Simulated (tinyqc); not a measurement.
Barrier height from two thicknesses.

Question. Through a thick flat barrier T = c exp(-2 kappa t) with a prefactor c that does not depend on t, and kappa = sqrt(m1 phi1/C), C = hbar^2/(2 m0). Find kappa, the decades lost for each nanometre, c and phi1.

Inputs (values chosen for the exercise): tunnelling mass of layer 1 m1 = 0.48 m0.

Constants: q = 1.602176634e-19 C, hbar = 1.054571817e-34 J s, m0 = 9.1093837015e-31 kg, hbar^2/(2 m0) = 0.0380998212 eV nm^2. Results are converted to the units shown.

T at t = 0.8 and 2 nm: [4.8739556e-5, 1.2616302e-11]

Solution. The ratio of the two values removes c: kappa = ln(T_a/T_b)/(2 (t_b - t_a)).

kappa = 6.32 1/nm
decades a nanometre = 5.49
c = 1.20
phi1 = 3.17 eV

Computed by the program tinyqc: `OMP_NUM_THREADS=1 python tinyqc.py 2540154 2540155 out.jsonl`, one thread of a shared Intel Xeon 2.30GHz, about 0.05 s for the whole run.
